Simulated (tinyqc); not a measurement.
Temperature and segregation coefficient: dopant redistribution at a moving silicon-oxide interface during parabolic oxidation. Computed by tinyqc, a small Python program. Command: `OMP_NUM_THREADS=1 python tinyqc.py 3005944 3005945 out.jsonl segox walk`. One thread of a shared host (Intel(R) Xeon(R) Processor @ 2.30GHz), about 0.01 s of CPU time with the checks.

Uniformly doped silicon is oxidised with x_ox = sqrt(B t); the interface advances into the silicon by alpha x_ox, alpha = 0.44. The dopant does not move in the oxide, and at the interface C(silicon) = m C(oxide).

Inputs (values chosen for the exercise, modelled on boron in silicon under dry oxygen): dopant prefactor D0 = 0.953 cm^2/s; dopant activation energy E = 3.53 eV; oxidation prefactor B0 = 707 um^2/h; oxidation activation energy E_B = 1.22 eV; segregation coefficient m = C(silicon)/C(oxide) = 0.2.

Constants: k_B = 8.617333262e-05 eV/K.

Method:
- D = D0 exp(-E/(k_B T)), converted with 1 cm^2/s = 3.6e11 um^2/h; B = B0 exp(-E_B/(k_B T)); s = alpha sqrt(B/(4 D)), the interface advance over 2 sqrt(D t).
- Temperatures in kelvin are T(C) + 273.15.
- With the dopant diffusivity D and s = alpha x_ox/(2 sqrt(D t)), in the silicon C = C_B + (C_s - C_B) erfc(y/(2 sqrt(D t)))/erfc(s), y from the original surface. Dopant balance at the interface gives C_s/C_B = 1/[1 + (1/(m alpha) - 1) g], g = sqrt(pi) s exp(s^2) erfc(s).

C_s/C_B:
```
T (C)       s   this m  m = 0.2  m = 1/alpha  m = 10
850    1.5210  0.10111  0.10111            1  2.9659
900    0.9146  0.11634  0.11634            1  2.3059
950    0.5733  0.14069  0.14069            1  1.8362
1000   0.3728  0.17525  0.17525            1  1.5406
1050   0.2505  0.22014  0.22014            1  1.3590
1100   0.1732  0.27442  0.27442            1  1.2456
1150   0.1229  0.33603  0.33603            1  1.1728
1200   0.0893  0.40207  0.40207            1  1.1247
```

s falls from 1.52 to 0.0893 as T rises, because diffusion has the larger activation energy (3.53 against 1.22 eV); the ratio for this m moves from 0.101 to 0.402, towards 1. At m = 1/alpha the oxide takes exactly what the silicon held, and nothing moves. The ratio does not depend on time, since both lengths grow as sqrt(t).
